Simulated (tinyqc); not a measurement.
What an interlayer buys: scattering of inversion-layer electrons by surface optical phonons of the gate insulator (remote phonon scattering). Computed by tinyqc, a small Python program. Command: `OMP_NUM_THREADS=1 python tinyqc.py 3112268 3112269 out.jsonl sophonon walk`. One thread of a shared host (Intel(R) Xeon(R) Processor @ 2.30GHz), about 0.02 s of CPU time with the checks.

One subband with the Fang-Howard envelope; insulator and channel are half-spaces, the gate is far away, and an interlayer only moves the polar surface away by t (its own modes and its permittivity contrast are left out).

Inputs (values chosen for the exercise, modelled on AlN on germanium):
```
quantity                                   value        unit
static constant of the insulator eps_0s     9.12           -
intermediate constant eps_i                 7.43           -
optical constant eps_inf                    4.82           -
hbar omega_TO1                                79         meV
hbar omega_TO2                              86.6         meV
constant of the channel eps_s               16.2           -
in-plane mass m                            0.119         m_0
valleys g_v                                    4           -
sheet density n                          1.4e+12      1/cm^2
mean distance of the electrons z0 = 3/b      2.5          nm
interlayer thickness t                       1.4          nm
temperature T                                200           K
mobility from other processes                430  cm^2/(V s)
```

Screening by the channel electrons: static.

Constants: k_B = 8.617333262e-05 eV/K; hbar^2/(2 m_0) = 3.80998212 eV angstrom^2; e^2/(4 pi eps_0) = 14.39964548 eV angstrom; hbar = 6.582119569e-16 eV s; e = 1.602176634e-19 C; m_0 = 9.1093837015e-31 kg.

Method:
- eps(w) = eps_inf + (eps_0s - eps_i) w1^2/(w1^2 - w^2) + (eps_i - eps_inf) w2^2/(w2^2 - w^2). Surface modes solve eps(w) + eps_s = 0, a quadratic in w^2; the strength of a mode is g = 2/(w d eps/dw).
- Occupation N = 1/(exp(hbar w/(k_B T)) - 1).
- Density of states D = g_v m/(pi hbar^2); eta = E_F/(k_B T) = ln(exp(n/(D k_B T)) - 1); screening wave number q_s = e^2 D/(2 eps_0 eps_avg) x 1/(1 + exp(-eta)), eps_avg = (eps_s + eps_inf)/2; b = 3/z0.
- For a mode of strength g, without the occupation factor, Area x |M(q)|^2 = e^2 hbar w g/(2 eps_0 q) x (b/(b + q))^6 exp(-2 q t) / (1 + (q_s/q) H(q))^2, H = (1 + 9 x/8 + 3 x^2/8)/(1 + x)^3, x = q/b.
- Approximate momentum relaxation rate, taking tau v alike in the initial and final states: 1/tau = (m/(2 pi hbar^3)) sum over modes and over absorption (N, E' = E + hbar w) and emission (N + 1, E' = E - hbar w > 0) of [(1 - f(E'))/(1 - f(E))] int_0^(2 pi) Area |M(q)|^2 (1 - cos theta) d theta, q^2 = k^2 + k'^2 - 2 k k' cos theta, f the Fermi function; 48 midpoints in theta from 0 to pi.
- mu = (e/m) int tau E f (1 - f) dE/(k_B T int f dE), by 300 midpoints from 0 to (max(eta, 0) + 14) k_B T; Matthiessen sum with the other processes.

hbar omega_SO (meV): 1 80.6268, 2 93.1281

strengths g: 1 0.00087392, 2 0.00720535

occupations N: 1 0.00938317, 2 0.00452098

b = 1.2 1/nm

q_s = 0.574063 1/nm

eta = -0.683989

Against the interlayer thickness:
```
t (nm)  remote-phonon mobility (cm^2/(V s))  total (cm^2/(V s))
0.0                              4.4515e+06              429.96
0.3                              6.9519e+06              429.97
0.6                              1.0708e+07              429.98
1.0                              1.8611e+07              429.99
1.5                              3.5746e+07              429.99
2.0                              6.5878e+07              430.00
3.0                              2.0097e+08              430.00
```

1 nm of interlayer raises the remote-phonon mobility by a factor 4.18, as exp(2 q t) with an effective q of 0.72 per nm; between 2 and 3 nm the effective q is 0.56. The total stays at 430 over the first nanometre.

Extremes, crossings and ranges named in words are read from the listed rows.
